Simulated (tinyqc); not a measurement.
## Two-diode model of a solar cell: effect of the saturation current of the first diode

J is the current delivered and Vj = V + J Rs the junction voltage. J = X JL - J01 (exp(Vj/(n1 Vt)) - 1) - J02 (exp(Vj/(2 Vt)) - 1) - Vj/Rp. The photocurrent does not depend on voltage.

Jsc at V = 0, Voc at J = 0, the maximum power point where J (1 + 2 Rs G) = G Vj with G = -dJ/dVj; FF = Vmp Jmp/(Voc Jsc); efficiency Vmp Jmp/(X Pin). Empirical fill factor without parasitics FF0 = (v - ln(v + 0.72))/(v + 1), v = Voc/(n1 Vt).

Inputs (values chosen for the exercise); values of the order met in cells of a lead-halide perovskite: temperature T = 298.15 K; photocurrent at one sun JL = 19.7 mA/cm^2; concentration X = 50 suns; ideality factor of the first diode n1 = 1; series resistance Rs = 0.0034 ohm cm^2; shunt resistance Rp = 3000 ohm cm^2; incident power at one sun Pin = 100 mW/cm^2; saturation current of the second diode (ideality 2) J02 = 4.3e-11 A/cm^2.

Constants: q = 1.602176634e-19 C, kB = 1.380649e-23 J/K, Vt = kB T/q. Results are converted to the units shown.

The same in every row: Jsc (mA/cm^2) = 985.0.

Results:
```
J01 (A/cm^2)	Voc (V)	Vmp (V)	Jmp (mA/cm^2)	FF	efficiency (%)	FF0
9e-23	1.223	1.064	939.3	0.8295	19.99	0.8997
9e-21	1.174	1.051	944.2	0.8579	19.84	0.8964
9e-20	1.123	1.016	951.7	0.8745	19.34	0.8927
9e-19	1.066	0.9664	955.8	0.8797	18.47	0.8884
9e-18	1.008	0.9113	956.5	0.8782	17.43	0.8835
```

Estimate the missing row, J01 = 9e-22 A/cm^2.

Computed row:
```
J01 (A/cm^2)	Voc (V)	Vmp (V)	Jmp (mA/cm^2)	FF	efficiency (%)	FF0
9e-22	1.210	1.063	940.0	0.8379	19.98	0.8988
```

With this row back in the table: As J01 goes from 9e-23 to 9e-18, Voc falls from 1.22 to 1.01 V, FF goes from 0.830 through a maximum of 0.880 (at J01 = 9e-19 among the rows listed) to 0.878 and the efficiency falls from 20.0 to 17.4 %. Voc changes by -58.4 mV a decade between the last two rows and -13.3 mV between the first two.

Computed by the program tinyqc: `OMP_NUM_THREADS=1 python tinyqc.py 2280025 2280026 out.jsonl`, one thread of a shared Intel Xeon 2.30GHz, about 0.01 s for the whole run.
